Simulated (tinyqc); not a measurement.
# Square on-chip spiral inductor, lumped pi model: effects of single changes

Outer diameter do = di + 2 n wd + 2 (n - 1) sp, mean da = (do + di)/2, fill p = (do - di)/(do + di), length l = 4 n da. L = 2.34 mu0 n^2 da/(1 + 2.75 p), mu0 = 4 pi 1e-7 H/m. Rs = rho l/(wd delta (1 - exp(-th/delta))), delta = sqrt(rho/(pi f mu0)). Cs = n wd^2 eps0 eo/hu across the coil. At each end Cox = l wd eps0 eo/(2 ho) leads to the substrate branch Rsi = 2 rs he/(l wd) in parallel with Csi = l wd eps0 11.7/(2 he). With one end grounded Y = 1/(Rs + i w L) + i w Cs + 1/[1/(i w Cox) + 1/(1/Rsi + i w Csi)], w = 2 pi f; Q = -Im Y/Re Y. Eddy currents in neighbouring turns and in the substrate are left out.

Inputs (values chosen for the exercise); values of the order met in silicon radio-frequency processes: number of turns n = 2.5; line width wd = 15 um; space between turns sp = 3 um; inner diameter di = 60 um; metal thickness th = 2 um; metal resistivity rho = 2.2 uohm cm; oxide below the coil ho = 7.9 um; oxide between coil and underpass hu = 0.7 um; relative permittivity of the oxide eo = 3.9; substrate resistivity rs = 1000 ohm cm; effective spreading depth in the substrate he = 50 um; frequency f = 1.4 GHz.

Constants: eps0 = 8.8541878128e-12 F/m. Results are converted to the units shown.

Each table varies one quantity; the others keep the values above.

## Quality factor against frequency

Apparent inductance Im(1/Y)/w; share of the loss Re(substrate branch)/Re Y.

Result of one run:

| f (GHz) | Rs (ohm) | w L/Rs | Q | apparent inductance (nH) | loss in the substrate (%) |
|---|---|---|---|---|---|
| 3.3 | 1.466 | 12.44 | 12.23 | 0.8920 | 0.1604 |

What becomes of these results when the frequency f is changed from 3.3 to 23 GHz, all else the same?

Result of the changed run:

| f (GHz) | Rs (ohm) | w L/Rs | Q | apparent inductance (nH) | loss in the substrate (%) |
|---|---|---|---|---|---|
| 23 | 3.092 | 41.08 | 11.60 | 2.983 | 3.547 |

The whole series:

| f (GHz) | Rs (ohm) | w L/Rs | Q | apparent inductance (nH) | loss in the substrate (%) |
|---|---|---|---|---|---|
| 0.46 | 0.9834 | 2.584 | 2.583 | 0.8793 | 0.005255 |
| 0.75 | 1.056 | 3.924 | 3.921 | 0.8797 | 0.01214 |
| 1.2 | 1.148 | 5.774 | 5.761 | 0.8807 | 0.02770 |
| 2 | 1.284 | 8.607 | 8.555 | 0.8838 | 0.06778 |
| 3.3 | 1.466 | 12.44 | 12.23 | 0.8920 | 0.1604 |
| 5.3 | 1.701 | 17.21 | 16.51 | 0.9133 | 0.3548 |
| 8.7 | 2.037 | 23.60 | 21.04 | 0.9778 | 0.7936 |
| 14 | 2.475 | 31.24 | 22.67 | 1.190 | 1.675 |
| 23 | 3.092 | 41.08 | 11.60 | 2.983 | 3.547 |

Q goes from 2.58 through a maximum of 22.7 (at f = 14 GHz among the rows listed) to 11.6; the exact peak is 22.8 at 12.7 GHz and Q reaches zero at the self-resonance, 27.3 GHz. The share of the substrate rises from 0.00525 to 3.55 %, and the apparent inductance ends at 3.39 times L. At the peak the substrate takes 1.45 % of the loss. For f = 23 the coil is longer than 0.15 of a wavelength in the oxide, where one lumped section is rough.

## Effect of the line width

Same model as above.

Peak Q and its frequency from a search over f; self-resonance where Im Y = 0; Q at the given f (negative beyond resonance).

Effect of the line width:

| wd (um) | L (nH) | do (um) | peak Q | f of the peak (GHz) | self-resonance (GHz) | Q at f |
|---|---|---|---|---|---|---|
| 2 | 0.9283 | 79.00 | 11.18 | 60.82 | 136.1 | 1.349 |
| 4 | 0.8918 | 89.00 | 15.60 | 37.52 | 83.51 | 2.417 |
| 6 | 0.8725 | 99.00 | 18.19 | 27.60 | 61.01 | 3.323 |
| 9 | 0.8627 | 114.0 | 20.53 | 19.90 | 43.52 | 4.501 |
| 13 | 0.8700 | 134.0 | 22.28 | 14.50 | 31.30 | 5.875 |
| 18 | 0.8971 | 159.0 | 23.44 | 10.75 | 22.90 | 7.415 |
| 25 | 0.9524 | 194.0 | 24.18 | 7.795 | 16.35 | 9.386 |

What does the table show?

As wd goes from 2 to 25, L goes from 0.928 through a minimum of 0.863 (at wd = 9 among the rows listed) to 0.952 nH, the peak Q rises from 11.2 to 24.2, its frequency falls from 60.8 to 7.80 GHz and the self-resonance falls from 136 to 16.4 GHz.

Computed by the program tinyqc: `OMP_NUM_THREADS=1 python tinyqc.py 2302143 2302144 out.jsonl`, one thread of a shared Intel Xeon 2.30GHz, about 0.01 s for the whole run.
